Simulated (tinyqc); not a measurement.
## Bandgap voltage reference from two bipolar transistors: effect of the output resistor at T0

Two transistors of area 1 and N carry the same current I. Is(T) = Is (T/T0)^eta exp[(Vg0 q/kB)(1/T0 - 1/T)], VBE1 = Vt ln(I/Is(T)) + I rb, VBE2 = Vt ln(I/(N Is(T))) + I rb/N. The amplifier forces I R1(T) = VBE1 - VBE2 + Vos, with R(T) = R (1 + tc (T - T0)) for both resistors, and the output is Vref = VBE1 + I R2(T). Base currents and the Early effect are neglected.

Vt = kB T/q; I = (Vt ln N + Vos)/(R1(T) - rb (1 - 1/N)). Box coefficient: span of Vref between 233 and 398 K over its average over T and over 165 K. The last column is the R2 that gives zero slope at T0.

Parameters, values chosen for the exercise; values of the order met in silicon bipolar transistors: reference temperature T0 = 300 K; band-gap voltage extrapolated to 0 K Vg0 = 1.183 V; temperature exponent of the saturation current eta = 3.4; saturation current of the unit transistor at T0 Is = 7.8e-16 A; area ratio of the second transistor N = 8; resistor across which the difference of VBE falls, at T0 R1 = 22 kohm; temperature coefficient of both resistors tc = 0 ppm/K; offset of the amplifier Vos = 0 mV; series resistance of the unit transistor rb = 58 ohm.

Constants: q = 1.602176634e-19 C, kB = 1.380649e-23 J/K. Results are converted to the units shown.

Effect of the output resistor at T0:
```
R2 (kohm)	I at T0 (uA)	Vref at T0 (V)	slope at T0 (uV/K)	box coefficient (ppm/K)	R2 for zero slope (kohm)
255.3	2.449	1.191	-181.0	159.2	277.5
263.6	2.449	1.211	-113.3	100.4	277.5
271.9	2.449	1.231	-45.51	43.64	277.5
277.5	2.449	1.245	0.2119	14.51	277.5
283	2.449	1.259	45.11	30.29	277.5
291.3	2.449	1.279	112.9	81.94	277.5
299.7	2.449	1.299	181.5	133.3	277.5
```

What does the comparison show?

As R2 goes from 255.3 to 299.7, Vref rises from 1.191 to 1.299 V and the box coefficient goes from 159 through a minimum of 14.5 (at R2 = 277.5 among the rows listed) to 133 ppm/K. One per cent in R2 moves the slope by 22.7 uV/K.

Computed by the program tinyqc: `OMP_NUM_THREADS=1 python tinyqc.py 2062134 2062135 out.jsonl`, one thread of a shared Intel Xeon 2.30GHz, about 0.03 s for the whole run.
